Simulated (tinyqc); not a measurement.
# Worked calculation: frequency dispersion of an accumulation capacitance by border traps, distributed model

Numbers from tinyqc (`OMP_NUM_THREADS=1 python tinyqc.py 2202223 2202224 out.jsonl`; about 0.4 s on one thread of a shared Intel Xeon 2.30GHz). Printed values are rounded.

Traps spread evenly through the insulator exchange electrons with the semiconductor by tunnelling, with tau(x) = t0 exp(2 ka x) at depth x from the interface. The admittance per area Y seen at depth x obeys dY/dx = -Y^2/(i w eps0 eox) + q Nb ln(1 + i w tau)/tau, with Y(0) = i w Cs and w = 2 pi f; the gate sees Y(tox) = G + i w C. Working variable y = Y/(i w), in uF/cm^2. Cox = eps0 eox/tox.

Inputs (values chosen for the exercise); permittivity close to that of silicon dioxide: relative permittivity of the insulator eox = 4.07; insulator thickness tox = 3.7 nm; semiconductor capacitance in accumulation Cs = 0.65 uF/cm^2; density of border traps Nb = 1.7e19 cm^-3 eV^-1; decay constant of the wave function in the insulator ka = 5.5 1/nm; time constant of a trap at the interface t0 = 7e-9 s; frequency f = 100 Hz; depth down to which the steps are taken xe = 1.6 nm.

Constants: q = 1.602176634e-19 C, eps0 = 8.8541878128e-14 F/cm where lengths are in cm. Results are converted to the units shown.

## Scales and lumped estimate

Cox; trap-free value 1/(1/Cox + 1/Cs); response depth d = ln(1/(w t0))/(2 ka), where w tau = 1; lumped estimate: all traps within d act as C_bt = q Nb d placed at d/2, so C = 1/{1/[1/(1/Cs + d/(2 eps0 eox)) + C_bt] + (tox - d/2)/(eps0 eox)}.

Cox = 0.973961 uF/cm^2
trap-free C = 0.389834 uF/cm^2
d = 1.12130 nm
C_bt = 0.305409 uF/cm^2
lumped C = 0.503123 uF/cm^2

The traps within reach amount to 0.470 Cs and lie in the first 30.3 % of the insulator.

## Midpoint steps through the active depth

In terms of y: dy/dx = -y^2/(eps0 eox) + s(x), s = q Nb ln(1 + z)/z, z = i w tau. 8 midpoint steps of h = xe/8: y_half = y + (h/2) y'(x, y), y(new) = y + h y'(x + h/2, y_half).

| point | x (nm) | s (uF/(cm^2 nm)) | y (uF/cm^2) |
|---|---|---|---|
| 0 | 0 | 0.272370-0.000001i | 0.650000+0.000000i |
| 1 | 0.2 | 0.272370-0.000005i | 0.679893+0.000000i |
| 2 | 0.4 | 0.272370-0.000049i | 0.707613-0.000004i |
| 3 | 0.6 | 0.272369-0.000440i | 0.733240-0.000032i |
| 4 | 0.8 | 0.272293-0.003972i | 0.756863-0.000291i |
| 5 | 1 | 0.266324-0.034674i | 0.778446-0.002611i |
| 6 | 1.2 | 0.134374-0.108551i | 0.790050-0.018823i |
| 7 | 1.4 | 0.019355-0.038943i | 0.766716-0.031377i |
| 8 | 1.6 | 0.002203-0.007409i | 0.736679-0.032064i |

## Capacitance and conductance at the gate

y at xe = 0.736679-0.032064i uF/cm^2

Beyond xe the traps are ignored, so 1/y(tox) = 1/y(xe) + (tox - xe)/(eps0 eox); C = Re y, G/w = -Im y, loss tangent G/(w C).

y at the gate = 0.515620-0.015693i uF/cm^2
C = 0.515620 uF/cm^2
G/w = 0.0156930 uF/cm^2
loss tangent = 0.0304352

A fine integration over the whole insulator gives C = 0.51592 and G/w = 0.01618 uF/cm^2; the coarse G/w is 3.0 % below that. The fine C is 32 % above the trap-free value, and the lumped estimate is 2.5 % below the fine result.
